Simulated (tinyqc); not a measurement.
# Non-linearity against on/off ratio

Worst-case read of an N x N array without selectors, ideal wires, unselected lines floating and all unselected cells in the low state with resistance K Ron: the sneak path is Rsn = K Ron [2/(N - 1) + 1/(N - 1)^2], in parallel with the selected cell Rc. A sense resistor Ron to ground gives Vout = Vr Ron/(Ron + Rc Rsn/(Rc + Rsn)); margin = [Vout(Rc = Ron) - Vout(Rc = ra Ron)]/Vr. Here N = 48; the columns give the margin for ra = 3, 50 and 300.

Results:
```
K	Rsn/Ron	margin, ra = 3 (%)	margin, ra = 50 (%)	margin, ra = 300 (%)
1	0.04301	0.1074	0.1599	0.1627
3	0.1290	0.7526	1.146	1.168
30	1.290	11.39	19.67	20.19
100	4.301	19.07	35.05	36.12
300	12.90	22.75	42.98	44.39
1000	43.01	24.29	46.43	47.98
3000	129.0	24.76	47.49	49.10
```

Estimate the missing row, K = 10.

Computed row:
```
K	Rsn/Ron	margin, ra = 3 (%)	margin, ra = 50 (%)	margin, ra = 300 (%)
10	0.4301	4.213	6.773	6.923
```

With this row back in the table: At K = 1 the margin is 0.107 % for ra = 3 and 0.163 % for ra = 300: an on/off ratio 100 times larger gains a factor of only 1.52, because the sneak path (0.043 Ron) shunts the cell. Raising K to 3000 lifts the margin at ra = 50 from 0.160 to 47.5 %.

Program tinyqc, `OMP_NUM_THREADS=1 python tinyqc.py 2880137 2880138 out.jsonl`; Intel Xeon 2.30GHz, shared host, one thread, about 0.03 s.
